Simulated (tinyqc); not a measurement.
What moves the results: propagation of a band-gap error through k.p and effective-mass formulas. A value that a table varies takes the place of the one given here.

Chain, for a gap E (the reference Eg or another value), with Ep and Dso kept: 1/me = 1 + Ep (E + 2 Dso/3)/(E (E + Dso)); g* = 2 - 2 Ep Dso/(3 E (E + Dso)); g1(E) = g1 + (Ep/3)(1/E - 1/Eg), g2(E) = g2 + (Ep/6)(1/E - 1/Eg), light hole 1/(g1 + 2 g2), heavy hole 1/(g1 - 2 g2) along [100]; optical constant ei(E) = 1 + (ei - 1)(EP/(EP + E - Eg))^2, static e0(E) = ei(E) + e0 - ei.

Donor: R = Ry me/e0^2, a_B = a0 e0/me, Mott density (0.26/a_B)^3. Nc, Nv = 2 (m kT/(4 pi c))^(3/2), c = hbar^2/2m0, ni = sqrt(Nc Nv) exp(-E/2kT). Exciton: Ry mu/e0^2 with 1/mu = 1/me + g1(E). 1 angstrom^-3 = 1e24 cm^-3.

Constants: Ry = 13.60569312 eV; a0 (Bohr radius) = 0.5291772105 angstrom; kB = 8.617333262e-05 eV/K; hbar^2/2m0 = 3.80998211 eV angstrom^2.

Inputs chosen for the exercise (reference values near those of ZnSe, gap at low temperature; the results hold for these values, not for the real material):
```
symbol  value  unit  meaning
Eg      2.776  eV    gap at Gamma to the s-like level
Dso     0.398  eV    spin-orbit splitting
Ep      24.4   eV    Kane energy
g1      3.77         Luttinger gamma1
g2      1.24         gamma2
e0      8.74         static dielectric constant
ei      5.97         optical dielectric constant
EP      6.77   eV    mean (Penn) gap
mh      0.62   m0    density-of-states mass of the holes
T       300    K     temperature
Eg2     0.75   eV    a wrong gap, of the size a semi-local functional can give
```

## The size of the error

E = f Eg; ratios against f = 1.

Results:
```
f     E (eV)  me ratio  light-hole ratio  e0 ratio  donor ratio  Mott ratio      g*  log10 ni ratio
0.25   0.694     0.295             0.262     1.617        0.113     0.00610  -6.543           17.09
0.40   1.110     0.448             0.416     1.432        0.218      0.0306  -1.865           13.73
0.60   1.666     0.641             0.615     1.245        0.413       0.136   0.116            9.18
0.80   2.221     0.824             0.810     1.106        0.674       0.414   0.887            4.60
1.00   2.776     1.000             1.000     1.000        1.000        1.00   1.265            0.00
1.20   3.331     1.168             1.185     0.917        1.389        2.07   1.479           -4.61
1.50   4.164     1.409             1.455     0.823        2.080        5.01   1.659          -11.55
2.00   5.552     1.779             1.882     0.717        3.457        15.2   1.804          -23.13
```

How do the results move?

Between f = 0.8 and 1.2 the mean powers d ln(ratio)/d ln f are 0.86 for me, 0.94 for the light hole, -0.46 for e0, 1.79 for the donor energy and 3.97 for the Mott density; ni moves by -0.83 decades per 0.1 eV, against -0.1 eV/(2 kT ln 10) = -0.84 from the exponential alone, the rest coming from Nc through me^(3/4). g* changes sign between f = 0.40 and 0.60; the place of this zero hangs on remote bands, which are left out.

## What each input does

All at E = Eg2. Each row changes one parameter from the base and keeps the others.

Results:
```
case            me (m0)  light hole (m0)     e0  donor (meV)  exciton (meV)  log10 ni
base             0.0336           0.0453  13.89        2.368          1.701    11.839
Eg2 = 0.81 eV    0.0360           0.0488  13.64        2.629          1.890    11.357
Dso = 0.43 eV    0.0338           0.0453  13.89        2.383          1.709    11.841
Ep = 22.448 eV   0.0364           0.0480  13.89        2.566          1.830    11.865
g1 = 4.072       0.0336           0.0447  13.89        2.368          1.688    11.839
EP = 7.312 eV    0.0336           0.0453  13.28        2.591          1.861    11.839
ei = 5.492       0.0336           0.0453  13.40        2.546          1.829    11.839
mh = 0.67 m0     0.0336           0.0453  13.89        2.368          1.701    11.864
T = 324 K        0.0336           0.0453  13.89        2.368          1.701    12.356
```

How do the results move?

The largest shifts from the base row, up to three for each result and ties (the steps differ in size, so this ranks the rows, not the parameters). me (m0): Ep +0.0028, Eg2 +0.0024, Dso +0.0002; unchanged at the printed digits by g1, EP, ei, mh and T. light hole (m0): Eg2 +0.0036, Ep +0.0028, g1 -0.0006; unchanged at the printed digits by Dso, EP, ei, mh and T. e0: EP -0.61, ei -0.50, Eg2 -0.25; unchanged at the printed digits by Dso, Ep, g1, mh and T. donor (meV): Eg2 +0.261, EP +0.223, Ep +0.198; unchanged at the printed digits by g1, mh and T. exciton (meV): Eg2 +0.189, EP +0.160, Ep +0.130; unchanged at the printed digits by mh and T. log10 ni: T +0.517, Eg2 -0.482, Ep +0.026; unchanged at the printed digits by g1, EP and ei.

Computed by tinyqc, a small Python program: `OMP_NUM_THREADS=1 python tinyqc.py 1880403 1880404 out.jsonl` (the numbers bound the seed that draws the inputs); one thread of a shared host (Intel(R) Xeon(R) Processor @ 2.30GHz), about 0.01 s for the whole set of steps.
